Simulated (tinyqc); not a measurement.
Capacitance of parallel on-chip lines from Laplace's equation on a mesh: one step of the calculation.

Cross-section of an endless row of equal lines between two grounded planes; neighbours are driven in antiphase (+1 V and -1 V), so the plane midway between two lines is at 0 V. By symmetry one quarter is solved: x runs from the centre of a line (column 0, mirror) to that midplane (column 5, 0 V), y from the mid-height of the line (row 0, mirror) to the ground plane (row 4, 0 V). The line fills columns 0 to 2 and rows 0 to 1 at 1 V. Cells beside the line (below row 1) have e2, cells above have e1. Each link between nodes has the conductance g = mean permittivity of the two cells beside it (a cell beyond a mirror counts as 0), and the free nodes obey sum g (V_neighbour - V) = 0.

Problem. Capacitance per length. C = 4 eps0 sum g (difference of V)^2 over all links (twice the energy of the four quarters, line at 1 V). Plate estimate without fringing: eps0 [2 e1 w/hd + 2 e2 t/(s/2)], w = 4 hx, t = 2 hx, s/2 = 3 hx, hd = 3 hx.

Parameters, values chosen for the exercise:

| symbol | value | unit | meaning |
|---|---|---|---|
| e1 | 2.7 |  | relative permittivity above and below the lines |
| e2 | 3.9 |  | relative permittivity between the lines |

Constants: eps0 = 8.8541878128e-12 F/m. Results are converted to the units shown.

converged V (V):
```
           col 0      col 1      col 2      col 3      col 4      col 5
row 0  1.0000000  1.0000000  1.0000000  0.6072122  0.2840210  0.0000000
row 1  1.0000000  1.0000000  1.0000000  0.5724139  0.2644359  0.0000000
row 2  0.6408574  0.6266828  0.5661741  0.3759621  0.1829283  0.0000000
row 3  0.3100642  0.2996996  0.2620515  0.1823322  0.0913151  0.0000000
row 4  0.0000000  0.0000000  0.0000000  0.0000000  0.0000000  0.0000000
```

gx:
```
       col 0  col 1  col 2  col 3  col 4
row 0   1.95   1.95   1.95   1.95   1.95
row 1    3.3    3.3    3.3    3.3    3.3
row 2    2.7    2.7    2.7    2.7    2.7
row 3    2.7    2.7    2.7    2.7    2.7
row 4   1.35   1.35   1.35   1.35   1.35
```

gy:
```
       col 0  col 1  col 2  col 3  col 4  col 5
row 0   1.95    3.9    3.9    3.9    3.9   1.95
row 1   1.35    2.7    2.7    2.7    2.7   1.35
row 2   1.35    2.7    2.7    2.7    2.7   1.35
row 3   1.35    2.7    2.7    2.7    2.7   1.35
```

Wanted: C; plate estimate.

Solution.

C = 171.46 aF/um
plate estimate = 109.79 aF/um

Computed by the program tinyqc: `OMP_NUM_THREADS=1 python tinyqc.py 2790163 2790164 out.jsonl`, one thread of a shared Intel Xeon 2.30GHz, about 0.5 s for the whole run.
